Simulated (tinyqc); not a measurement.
Weaire-Thorpe hybrids on a Bethe lattice: gap and dangling bond of an amorphous tetrahedral solid, step by step. Values are carried at full precision from step to step, so a last printed digit may differ when a step is redone from the rounded ones.

Four sp3 hybrids an atom at energy 0, coupled by -V1 on the atom and by -V2 along a bond; the bonds form a tree (no rings). For any network the gap runs at least from -V2 + V1 to V2 - 3 V1, and p-like states pile up at -V2 + V1 and V2 + V1. On the tree the gap is wider: it ends at Ec = -V1 + sqrt(V2^2 + 4 V1^2 - 2 sqrt3 V1 V2), which makes it well wider than the gaps of the real glasses. A branch seen from a hybrid has the self-energy S = V2^2 g, where g is the Green function of the hybrid across the bond, whose three partners carry S themselves. With a = z - V1, b = a - S: g = 1/(a + V1 b/(b + 3 V1)), z = E + i eta. A full atom has G = (1/b)(b + 3 V1)/(b + 4 V1) per hybrid; a dangling hybrid with shift dh has G = 1/(1/g - dh).

Parameters, chosen for this exercise (of the size of tabulated hybrid energies for amorphous germanium; shifted at random, so the results belong to these values and not to a real crystal):
```
symbol  value  unit  meaning
V1      1.89   eV    coupling of two hybrids on one atom
V2      4.27   eV    coupling of the two hybrids of a bond
E       -2.89  eV    energy
eta     0.03   eV    broadening
dh      -1.35  eV    shift of the dangling hybrid (rehybridisation)
```

## Edges

Bounds -V2 + V1 and V2 - 3 V1. On the tree the s-like bands are narrower: E = -V1 -/+ sqrt(V2^2 + 4 V1^2 + V1 V2 e) with e from -2 sqrt3 to 2 sqrt3 (for a crystal, -4 to 4), so the conduction edge is -V1 + sqrt(V2^2 + 4 V1^2 - 2 sqrt3 V1 V2).

edges (eV): Ev -2.3800, Ec(bound) -1.4000, Ec(tree) 0.2466

gaps (eV): (bound, reached in the crystal) 0.9800, (tree) 2.6266

The gap needs no periodicity, only V2 > 2 V1 (here V2/V1 = 2.259); leaving out rings widens it by 1.647 eV. Two parameters give the trend, not the value.

## The self-energy at one energy

S = V2^2 g is a quadratic A S^2 + B S + C = 0 with A = a + V1, B = -(a (a + 4 V1) + V2^2), C = V2^2 (a + 3 V1), a = z - V1. Of the two roots take the one with Im S < 0 (if both qualify, the decaying one, with the smaller |V1 V2 g/(b + 3 V1)|).

A, B, C: -2.8900+0.0300i  -4.9436+0.0600i  16.2273+0.5470i

roots (eV): 1.6639+0.0501i  -3.3745-0.0471i

S = -3.3745-0.0471i eV

## Densities at that energy

With z = E + i eta, b = z - V1 - S: full atom G = (b + 3 V1)/(b (b + 4 V1)); g = S/V2^2; dangling hybrid 1/(1/g - dh); densities -Im G/pi.

G (1/eV): (bulk) -0.4914-0.0297i, (dangling with dh = 0) -0.1851-0.0026i, (dangling with dh) -0.2467-0.0046i
densities (1/eV): (bulk) 0.0095, (dangling with dh = 0) 0.0008, (dangling with dh) 0.0015

## The dangling-bond level

For eta = 0 the level solves 1/g(E) = dh inside the gap (bisection); its weight on the dangling hybrid is 1/(d(1/g)/dE), by central differences with step 1e-5 eV.

level = -0.7037 eV
above Ev = 1.6763 eV
weight on the dangling hybrid = 0.587

The level lies at 64 % of the gap of the tree; 41 % of it spreads over the back bonds.

## Checks

- Conduction edge from the formula against the zero of the discriminant: both 0.246577.
- S from the quadratic against damped iteration of S = V2^2 g: both -3.374501.

(tinyqc, `OMP_NUM_THREADS=1 python tinyqc.py 1482468 1482469 out.jsonl`, Intel(R) Xeon(R) Processor @ 2.30GHz, 1 thread, shared host, about 0.04 s.)
